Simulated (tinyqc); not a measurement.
Inside a calculation. Method: coupled-perturbed Hartree-Fock on RHF in the 3-21g basis, for H3+, spin multiplicity 1. One step of it, computed by the program tinyqc.

Problem. Integrals over molecular orbitals. (pq|rs) = sum C_ip C_jq C_kr C_ls (ij|kl), one index at a time.

coefficients C, order 1H 1s, 1H 2s, 2H 1s, 2H 2s, 3H 1s, 3H 2s:
```
[[0.339058, -0.000077, 0.215237, -0.767228, 0.000040, -1.079925],
 [0.208050, -0.000187, 1.942508, 1.078220, -0.000134, 1.504862],
 [0.248304, 0.266100, -0.067785, -0.561579, -0.893806, 0.761069],
 [0.150935, 0.841259, -1.144480, 0.207698, 1.149790, -0.912049],
 [0.248350, -0.266044, -0.067863, -0.561842, 0.893185, 0.761678],
 [0.150940, -0.840908, -1.145259, 0.208121, -1.149236, -0.912803]]
```

core Hamiltonian H = T + V (hartree), order 1H 1s, 1H 2s, 2H 1s, 2H 2s, 3H 1s, 3H 2s:
```
[[-1.472469, -1.309695, -0.838272, -0.988807, -0.838642, -0.988974],
 [-1.309695, -1.466504, -0.923529, -1.230025, -0.923731, -1.230149],
 [-0.838272, -0.923529, -1.253306, -1.177938, -0.307903, -0.627994],
 [-0.988807, -1.230025, -1.177938, -1.348360, -0.628030, -0.974974],
 [-0.838642, -0.923731, -0.307903, -0.628030, -1.253467, -1.178027],
 [-0.988974, -1.230149, -0.627994, -0.974974, -1.178027, -1.348422]]
```

Two-electron integrals (ij|kl) in chemists' order, unique and non-zero (hartree):
```
(11|11) 1.140145   (21|11) 0.611403   (21|21) 0.345152   (22|11) 0.626370
(22|21) 0.380329   (22|22) 0.482957   (31|11) 0.313965   (31|21) 0.179006
(31|22) 0.199561   (31|31) 0.121394   (32|11) 0.307373   (32|21) 0.186298
(32|22) 0.232424   (32|31) 0.133880   (32|32) 0.169281   (33|11) 0.629213
(33|21) 0.390122   (33|22) 0.503186   (33|31) 0.313965   (33|32) 0.421426
(33|33) 1.140145   (41|11) 0.421426   (41|21) 0.238867   (41|22) 0.264997
(41|31) 0.133880   (41|32) 0.142502   (41|33) 0.307373   (41|41) 0.169281
(42|11) 0.476499   (42|21) 0.291272   (42|22) 0.376177   (42|31) 0.170474
(42|32) 0.210328   (42|33) 0.476499   (42|41) 0.210328   (42|42) 0.314415
(43|11) 0.390122   (43|21) 0.240825   (43|22) 0.312731   (43|31) 0.179006
(43|32) 0.238867   (43|33) 0.611403   (43|41) 0.186298   (43|42) 0.291272
(43|43) 0.345152   (44|11) 0.503186   (44|21) 0.312731   (44|22) 0.421918
(44|31) 0.199561   (44|32) 0.264997   (44|33) 0.626370   (44|41) 0.232424
(44|42) 0.376177   (44|43) 0.380329   (44|44) 0.482957   (51|11) 0.314158
(51|21) 0.179113   (51|22) 0.199673   (51|31) 0.087827   (51|32) 0.091050
(51|33) 0.185383   (51|41) 0.122440   (51|42) 0.150125   (51|43) 0.116896
(51|44) 0.158366   (51|51) 0.121525   (52|11) 0.307472   (52|21) 0.186354
(52|22) 0.232482   (52|31) 0.091025   (52|32) 0.101762   (52|33) 0.210343
(52|41) 0.127676   (52|42) 0.175266   (52|43) 0.133654   (52|44) 0.188297
(52|51) 0.133980   (52|52) 0.169343   (53|11) 0.075572   (53|21) 0.044472
(53|22) 0.051985   (53|31) 0.027967   (53|32) 0.031561   (53|33) 0.070703
(53|41) 0.032785   (53|42) 0.043622   (53|43) 0.042092   (53|44) 0.050445
(53|51) 0.027980   (53|52) 0.031566   (53|53) 0.008772   (54|11) 0.195278
(54|21) 0.118259   (54|22) 0.147301   (54|31) 0.061248   (54|32) 0.069462
(54|33) 0.145772   (54|41) 0.082591   (54|42) 0.114578   (54|43) 0.091836
(54|44) 0.125995   (54|51) 0.084030   (54|52) 0.105593   (54|53) 0.021361
(54|54) 0.067440   (55|11) 0.629345   (55|21) 0.390192   (55|22) 0.503237
(55|31) 0.185308   (55|32) 0.210312   (55|33) 0.430541   (55|41) 0.266264
(55|42) 0.376505   (55|43) 0.276476   (55|44) 0.401562   (55|51) 0.314158
(55|52) 0.421506   (55|53) 0.070703   (55|54) 0.260595   (55|55) 1.140145
(61|11) 0.421506   (61|21) 0.238912   (61|22) 0.265047   (61|31) 0.122391
(61|32) 0.127662   (61|33) 0.266269   (61|41) 0.164807   (61|42) 0.202013
(61|43) 0.165000   (61|44) 0.216246   (61|51) 0.133980   (61|52) 0.142566
(61|53) 0.032790   (61|54) 0.090199   (61|55) 0.307472   (61|61) 0.169343
(62|11) 0.476565   (62|21) 0.291312   (62|22) 0.376226   (62|31) 0.150062
(62|32) 0.175247   (62|33) 0.376520   (62|41) 0.202003   (62|42) 0.290454
(62|43) 0.235628   (62|44) 0.324059   (62|51) 0.170583   (62|52) 0.210392
(62|53) 0.043626   (62|54) 0.132598   (62|55) 0.476565   (62|61) 0.210392
(62|62) 0.314484   (63|11) 0.195252   (63|21) 0.118246   (63|22) 0.147292
(63|31) 0.083983   (63|32) 0.105575   (63|33) 0.260595   (63|41) 0.090176
(63|42) 0.132582   (63|43) 0.148460   (63|44) 0.166123   (63|51) 0.061275
(63|52) 0.069472   (63|53) 0.021361   (63|54) 0.047646   (63|55) 0.145772
(63|61) 0.082596   (63|62) 0.114584   (63|63) 0.067440   (64|11) 0.346914
(64|21) 0.212986   (64|22) 0.278169   (64|31) 0.121912   (64|32) 0.149971
(64|33) 0.335945   (64|41) 0.152886   (64|42) 0.229963   (64|43) 0.206956
(64|44) 0.272704   (64|51) 0.121973   (64|52) 0.149996   (64|53) 0.034987
(64|54) 0.097902   (64|55) 0.335945   (64|61) 0.152912   (64|62) 0.229984
(64|63) 0.097902   (64|64) 0.180477   (65|11) 0.390192   (65|21) 0.240862
(65|22) 0.312760   (65|31) 0.116847   (65|32) 0.133634   (65|33) 0.276476
(65|41) 0.164994   (65|42) 0.235617   (65|43) 0.176698   (65|44) 0.254264
(65|51) 0.179113   (65|52) 0.238912   (65|53) 0.042092   (65|54) 0.148460
(65|55) 0.611403   (65|61) 0.186354   (65|62) 0.291312   (65|63) 0.091836
(65|64) 0.206956   (65|65) 0.345152   (66|11) 0.503237   (66|21) 0.312760
(66|22) 0.421946   (66|31) 0.158293   (66|32) 0.188268   (66|33) 0.401562
(66|41) 0.216226   (66|42) 0.324038   (66|43) 0.254264   (66|44) 0.362124
(66|51) 0.199673   (66|52) 0.265047   (66|53) 0.050445   (66|54) 0.166123
(66|55) 0.626370   (66|61) 0.232482   (66|62) 0.376226   (66|63) 0.125995
(66|64) 0.272704   (66|65) 0.380329   (66|66) 0.482957
```

Give: one-electron integrals over orbitals h = C^T H C; Two-electron integrals over orbitals.

Solution.

one-electron integrals over orbitals h = C^T H C (hartree):
```
[[-1.8169, 0.0000, -0.0499, 0.1368, 0.0000, 0.0352],
 [0.0000, -1.1545, 0.0000, -0.0001, 0.2177, 0.0000],
 [-0.0499, 0.0000, -0.9100, 0.0185, 0.0000, 0.2117],
 [0.1368, -0.0001, 0.0185, -0.4271, 0.0000, -0.0509],
 [0.0000, 0.2177, 0.0000, 0.0000, -0.2370, 0.0000],
 [0.0352, 0.0000, 0.2117, -0.0509, 0.0000, -0.0586]]
```

Two-electron integrals over orbitals (pq|rs), unique and non-zero (hartree):
```
(11|11) 0.6539      (21|11) -4.07e-05   (21|21) 0.1158      (22|11) 0.4940
(22|21) 4.15e-05    (22|22) 0.4695      (31|11) 0.0499      (31|21) 2.58e-06
(31|22) -0.0209     (31|31) 0.0728      (32|11) 7.48e-06    (32|21) -0.0558
(32|22) -2.03e-05   (32|31) -1.92e-05   (32|32) 0.0501      (33|11) 0.4466
(33|21) -3.60e-05   (33|22) 0.3793      (33|31) 0.0293      (33|32) 1.91e-05
(33|33) 0.3910      (41|11) -0.1368     (41|21) 2.60e-05    (41|22) -0.0700
(41|31) -0.0168     (41|32) -3.40e-06   (41|33) -0.0437     (41|41) 0.0766
(42|11) 3.83e-05    (42|21) -0.0124     (42|22) 1.47e-05    (42|31) 3.15e-06
(42|32) -0.0008     (42|33) 9.89e-06    (42|41) -2.60e-05   (42|42) 0.0269
(43|11) -0.0177     (43|21) 4.77e-06    (43|22) -0.0141     (43|31) 0.0181
(43|32) -7.56e-06   (43|33) 3.95e-05    (43|41) 0.0189      (43|42) 1.20e-06
(43|43) 0.0407      (44|11) 0.5006      (44|21) -5.53e-05   (44|22) 0.3978
(44|31) 0.0466      (44|32) 1.62e-05    (44|33) 0.3864      (44|41) -0.0729
(44|42) 2.18e-05    (44|43) 0.0057      (44|44) 0.4312      (51|11) 3.68e-06
(51|21) -0.0756     (51|22) -4.11e-05   (51|31) -2.93e-06   (51|32) 0.0289
(51|33) 9.83e-06    (51|41) -1.33e-05   (51|42) 0.0337      (51|43) 1.85e-06
(51|44) 2.10e-05    (51|51) 0.0772      (52|11) -0.1467     (52|21) -2.80e-05
(52|22) -0.1057     (52|31) 0.0091      (52|32) 5.68e-06    (52|33) -0.0547
(52|41) 0.0641      (52|42) 2.00e-06    (52|43) -1.83e-04   (52|44) -0.0816
(52|51) 4.92e-05    (52|52) 0.0983      (53|11) -8.17e-08   (53|21) 0.0102
(53|22) -1.48e-06   (53|31) 9.35e-06    (53|32) 0.0051      (53|33) 5.68e-06
(53|41) 5.02e-06    (53|42) -0.0132     (53|43) -1.68e-06   (53|44) 2.70e-06
(53|51) -0.0201     (53|52) -1.02e-05   (53|53) 0.0170      (54|11) -2.55e-05
(54|21) 0.0911      (54|22) 3.14e-05    (54|31) 8.93e-06    (54|32) -0.0428
(54|33) -2.26e-05   (54|41) 2.08e-05    (54|42) -0.0104     (54|43) 5.96e-06
(54|44) -4.06e-05   (54|51) -0.0626     (54|52) -2.39e-05   (54|53) 0.0083
(54|54) 0.0818      (55|11) 0.5211      (55|21) 9.43e-05    (55|22) 0.4757
(55|31) -0.0217     (55|32) -4.09e-05   (55|33) 0.3761      (55|41) -0.0968
(55|42) 2.61e-06    (55|43) -0.0104     (55|44) 0.4140      (55|51) -9.65e-05
(55|52) -0.1410     (55|53) 7.98e-06    (55|54) 8.20e-05    (55|55) 0.5208
(61|11) -0.0352     (61|21) -9.98e-06   (61|22) 0.0431      (61|31) -0.0665
(61|32) 2.43e-05    (61|33) -0.0252     (61|41) 0.0197      (61|42) 3.74e-06
(61|43) 0.0176      (61|44) -0.0286     (61|51) 8.12e-06    (61|52) -0.0376
(61|53) -1.27e-05   (61|54) -1.46e-05   (61|55) 0.0591      (61|61) 0.1075
(62|11) -1.57e-05   (62|21) 0.0707      (62|22) 1.21e-05    (62|31) 2.62e-05
(62|32) -0.0312     (62|33) -1.21e-05   (62|41) 1.42e-05    (62|42) -0.0225
(62|43) -3.54e-06   (62|44) -2.12e-05   (62|51) -0.0621     (62|52) -1.75e-05
(62|53) 0.0204      (62|54) 0.0577      (62|55) 4.87e-05    (62|61) -4.36e-05
(62|62) 0.0624      (63|11) -0.1391     (63|21) 3.11e-05    (63|22) -0.0708
(63|31) -0.0344     (63|32) -4.56e-06   (63|33) -0.0597     (63|41) 0.0590
(63|42) -2.13e-05   (63|43) 0.0087      (63|44) -0.0828     (63|51) -1.65e-05
(63|52) 0.0504      (63|53) 4.47e-06    (63|54) 2.07e-05    (63|55) -0.0817
(63|61) 0.0337      (63|62) 1.45e-05    (63|63) 0.0681      (64|11) 0.0353
(64|21) 1.84e-05    (64|22) -0.0332     (64|31) 0.0655      (64|32) -2.75e-05
(64|33) 0.0229      (64|41) -0.0158     (64|42) -2.74e-06   (64|43) 0.0042
(64|44) 0.0376      (64|51) -1.37e-05   (64|52) 0.0267      (64|53) 1.19e-05
(64|54) 2.36e-05    (64|55) -0.0484     (64|61) -0.0842     (64|62) 4.28e-05
(64|63) -0.0305     (64|64) 0.0831      (65|11) 1.51e-05    (65|21) -0.1028
(65|22) -3.98e-05   (65|31) -2.10e-05   (65|32) 0.0579      (65|33) 2.23e-05
(65|41) -1.58e-05   (65|42) 0.0261      (65|43) 1.29e-06    (65|44) 3.41e-05
(65|51) 0.0841      (65|52) 3.52e-05    (65|53) -0.0144     (65|54) -0.0891
(65|55) -1.01e-04   (65|61) 3.82e-05    (65|62) -0.0775     (65|63) -1.74e-05
(65|64) -4.36e-05   (65|65) 0.1189      (66|11) 0.6285      (66|21) -9.13e-05
(66|22) 0.4771      (66|31) 0.0580      (66|32) 3.33e-05    (66|33) 0.4423
(66|41) -0.1447     (66|42) 5.15e-05    (66|43) -0.0223     (66|44) 0.4918
(66|51) 4.51e-05    (66|52) -0.1434     (66|53) -6.30e-06   (66|54) -6.84e-05
(66|55) 0.5108      (66|61) -0.0516     (66|62) -4.96e-05   (66|63) -0.1493
(66|64) 0.0486      (66|65) 6.87e-05    (66|66) 0.6528
```
